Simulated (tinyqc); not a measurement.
Worked calculation: equilibrium and kinetic segregation of a solute to boundaries and growing surfaces. Computed by tinyqc, a small Python program that keeps every step. Command: `OMP_NUM_THREADS=1 python tinyqc.py 3027477 3027478 out.jsonl segreg walk`. One thread of a shared host (Intel(R) Xeon(R) Processor @ 2.30GHz), about 0.01 s of CPU time with the checks. Intermediate numbers are printed to about 5 digits and carried at full precision; extremes and crossings named in words are read from the listed rows.

Inputs (values chosen for the exercise, modelled on a solute in a copper line):
```
quantity                               value          unit
segregation energy Q                   0.499            eV
interaction z w (positive attracts)    -0.16            eV
total solute fraction x0               0.012             -
temperature T                           1175             K
grain size d                            1000            nm
boundary thickness delta                0.48            nm
atomic volume Omega                    11.81    angstrom^3
clean boundary energy gamma_0           0.48         J/m^2
bulk diffusivity D                   2.9e-20         m^2/s
anneal time t                            1.3             s
exchange barrier E_b                    1.75            eV
surface segregation energy E_s          0.21            eV
growth temperature T_g                   720             K
growth rate                              4.8  monolayers/s
mixing                                   0.3             -
```

Isotherm: Fowler-Guggenheim.

Constants: k_B = 8.617333262e-05 eV/K; 1 eV/angstrom^2 = 16.02176634 J/m^2.

## Coverage for very large grains, by iteration

With theta the solute fraction on boundary sites and x that in the grains, theta/(1 - theta) = [x/(1 - x)] exp[(Q + z w theta)/(k_B T)]. The coverage theta_inf is that for x = x0. Start at theta = 0; theta(new) = theta + mixing (theta(out) - theta); stop below 1e-10, 80 steps at most.

Iteration:
```
step  theta in  theta out    out - in
1      0.00000    0.62655  6.2655e-01
2      0.18796    0.55488  3.6692e-01
3      0.29804    0.51162  2.1358e-01
4      0.36211    0.48631  1.2420e-01
5      0.39937    0.47162  7.2246e-02
6      0.42105    0.46309  4.2047e-02
...        ...        ...         ...
38     0.45125    0.45125  1.3037e-09
39     0.45125    0.45125  7.5952e-10
40     0.45125    0.45125  4.4251e-10
41     0.45125    0.45125  2.5781e-10
42     0.45125    0.45125  1.5020e-10
43     0.45125    0.45125  8.7510e-11
```

coverage theta_inf = 0.45125

last residual = 8.7510e-11

Converged; without interaction theta would be 0.6265.

## Depletion of small grains

Finite grains: boundary sites are the fraction f = 3 delta/d, and x0 = (1 - f) x + f theta; solve both equations for theta; share at boundaries = f theta/x0.

site fraction f = 0.00144

coverage theta = 0.44172

fraction x left in the grains = 0.011380

share of solute at boundaries = 5.3006 %

enrichment theta/x = 38.814

5 % of the solute sits at boundaries; for a dopant that share is electrically lost.

## Boundary energy

Gibbs adsorption for this isotherm in a dilute matrix: gamma = gamma_0 + Gam_0 [k_B T ln(1 - theta) + z w theta^2/2], Gam_0 = delta/Omega sites per area.

Gam_0 = 40.644 1/nm^2

boundary energy gamma = -0.0059662 J/m^2

gamma comes out negative: the grains would shrink until depletion brings it to zero, unless a compound precipitates first. Caution: gamma nears or passes zero; a compound usually precipitates before that. Caution: so much solute in the grains may exceed the solubility and is no longer dilute.

## How fast the boundary fills

McLean kinetics from a uniform start, fed from both sides, with a constant enrichment beta = theta_inf/x0: (theta - x0)/(theta_inf - x0) = 1 - exp(s^2) erfc(s), s = 2 sqrt(D t)/(beta delta); half filling at s = 0.7691, t = (0.7691 beta delta/2)^2/D. D is an input and does not follow T.

s = 0.021514

degree of filling = 0.023821

time to half filling = 1661.4 s

diffusion length sqrt(D t) = 0.19416 nm

## Segregation at a growing surface

Two-state exchange during growth, dilute: jump up r_u = nu exp(-E_b/(k_B T_g)), jump back r_d = r_u exp(-E_s/(k_B T_g)), nu = 1e13 1/s. In the time 1/R of one monolayer the share carried up is p = [r_u/(r_u + r_d)] [1 - exp(-(r_u + r_d)/R)]; the tail decays as p^n, length -1/ln p monolayers; the equilibrium limit has p = r_u/(r_u + r_d).

r_u = 5.6304 1/s

r_d = 0.19081 1/s

share carried up p = 0.67959

decay length = 2.5889 monolayers

Exchange and growth are comparable: the steep rise of the tail length between the kinetic and equilibrium regimes.

## Tail length against growth temperature

The formulas are those given above.

Exchange model:
```
T_g (K)       r_u/R        p  length (monolayers)  equilibrium limit
616      1.0028e-02  0.00998                0.217             52.751
659      8.6185e-02  0.08249                0.401             40.862
694      4.0774e-01  0.33296                0.909             33.994
730      1.7262e+00  0.80408                4.586             28.668
759      4.9971e+00  0.95593               22.185             25.294
788      1.3377e+01  0.95658               22.530             22.530
831      5.0758e+01  0.94943               19.271             19.271
895      2.9137e+02  0.93836               15.718             15.718
1002     3.2866e+03  0.91924               11.876             11.876
```

The length peaks among these rows at 788 K with 22.5 monolayers. Below, exchange freezes (r_u/R = 0.010 in the first row); above, the length follows the equilibrium limit, about exp(E_s/(k_B T)), down to 11.9.

## Coverage against grain size

The formulas are those given above.

At T:
```
d (nm)    theta  x in the grains  share at boundaries (%)
15      0.11445         0.001120                   91.563
30      0.20064         0.002489                   80.256
60      0.29926         0.004936                   59.851
120     0.37142         0.007635                   37.142
250     0.41282         0.009678                   19.815
500     0.43212         0.010787                   10.371
1000    0.44172         0.011380                    5.301
5000    0.44935         0.011874                    1.078
```

From the largest grains to the smallest the share at boundaries rises from 1.1 to 92 %, and x/x0 falls to 0.093. In the dilute limit x/x0 = 1/(1 - f + f exp(Q/(k_B T))), which gives 0.071 at 15 nm.

Checks made by the program: mass balance (relative difference below 1e-10).
